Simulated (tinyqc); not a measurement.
# Nanowire ballistic transistor, top-of-the-barrier model, step by step

tinyqc, about 0.06 s, one thread, Intel Xeon 2.30GHz (shared host): `OMP_NUM_THREADS=1 python tinyqc.py 2400149 2400150 out.jsonl` Printed values are rounded.

At the top of the source barrier, states moving towards the drain are filled by the source (Fermi level 0) and states moving back by the drain (Fermi level -q Vd); nothing scatters. U is the shift of the band edge there, set by the capacitances CG, CD and CS (the total) and by the charge. Parabolic one-dimensional subband; the source is grounded.

Inputs (values chosen for the exercise); mass and valleys close to those of gallium nitride:
```
symbol,value,unit,meaning
T,250,K,temperature
m,0.191,m0,effective mass
gv,1,,valley degeneracy
eox,3.9,,relative permittivity of the gate insulator
tox,3.5,nm,insulator thickness
d,4,nm,wire diameter
aG,0.88,,gate control CG/CS
aD,0.013,,drain control CD/CS
E0,0.33,eV,band edge at the barrier top above the source Fermi level at zero bias
Vg,0.4,V,gate voltage
Vd,0.4,V,drain voltage
```

Constants: q = 1.602176634e-19 C, kB = 1.380649e-23 J/K, hbar = 1.054571817e-34 J s, h = 6.62607015e-34 J s, m0 = 9.1093837015e-31 kg, Vt = kB T/q, eps0 = 8.8541878128e-14 F/cm where lengths are in cm. Results are converted to the units shown.

## Density of states, capacitances and charge at zero bias

N0 = gv sqrt(2 m kB T/pi)/hbar, CG = 2 pi eps0 eox/ln(1 + 2 tox/d), CS = CG/aG, n0 = n at U = 0 and Vd = 0. eta1 = -(E0 + U)/Vt, eta2 = eta1 - Vd/Vt, n = (N0/2)[F_(-1/2)(eta1) + F_(-1/2)(eta2)], F_(-1/2)(x) = (1/sqrt(pi)) int_0^infinity u^(-1/2)/(1 + exp(u - x)) du. UL = -(aG Vg + aD Vd).

N0 = 1.85412e6 cm^-1
CG = 2.14479 pF/cm
CS = 2.43726 pF/cm
n0 = 0.412695 cm^-1
UL = -0.3572 eV

## Iteration 1: self-consistent potential at the barrier top

U at the start (U = UL) = -0.3572 eV

eta1 = -(E0 + U)/Vt, eta2 = eta1 - Vd/Vt, n = (N0/2)[F_(-1/2)(eta1) + F_(-1/2)(eta2)], F_(-1/2)(x) = (1/sqrt(pi)) int_0^infinity u^(-1/2)/(1 + exp(u - x)) du. U(out) = UL + q (n - n0)/CS. Newton step: U(new) = U + (U(out) - U)/(1 + CQ/CS), CQ = (q/Vt) dn/d(eta1) with both F' summed; F' = dF_(-1/2)/dx.

eta1 = 1.26257
eta2 = -17.3047
n = 1.06071e6 cm^-1
U(out) = -0.287472 eV
CQ = 3.06968 pF/cm
U after iteration 1 = -0.326340 eV

## Iteration 2: self-consistent potential at the barrier top

As before.

eta1 = -0.169890
eta2 = -18.7371
n = 5.02561e5 cm^-1
U(out) = -0.324163 eV
CQ = 2.47346 pF/cm
U after iteration 2 = -0.325260 eV

## Course of the iteration: self-consistent potential at the barrier top

Stop when U changes by less than 1e-9 eV, or after 90 iterations.

Course of the iteration:
```
iteration     U (eV)  |change| (eV)
1          -0.326340         0.0309
2          -0.325260        1.08e-3
3          -0.325255        5.12e-6
4          -0.325255       1.17e-10
```

Converged in 4 iterations. At the end the number of correct digits about doubles with each step.

## Current, mean velocity and share of the gate voltage

converged U = -0.325255 eV

N0 = gv sqrt(2 m kB T/pi)/hbar, CG = 2 pi eps0 eox/ln(1 + 2 tox/d), CS = CG/aG, n0 = n at U = 0 and Vd = 0. eta1 = -(E0 + U)/Vt, eta2 = eta1 - Vd/Vt, n = (N0/2)[F_(-1/2)(eta1) + F_(-1/2)(eta2)], F_(-1/2)(x) = (1/sqrt(pi)) int_0^infinity u^(-1/2)/(1 + exp(u - x)) du. I = gv (2 q^2/h) Vt [ln(1 + exp eta1) - ln(1 + exp eta2)]. Mean velocity I/(q n). CQ = (q/Vt) dn/d(eta1); the band edge follows the gate as -dU/dVg = aG/(1 + CQ/CS).

eta1 = -0.220276
n = 4.85960e5 cm^-1
I = 0.983261 uA
mean velocity = 1.26287e7 cm/s
CQ = 2.42697 pF/cm
-dU/dVg = 0.440930 eV/V

The carriers from the source are near degeneracy (eta1 = -0.220), and the mean velocity is 1.12 times vT = sqrt(2 kB T/(pi m)) = 1.12e7 cm/s.
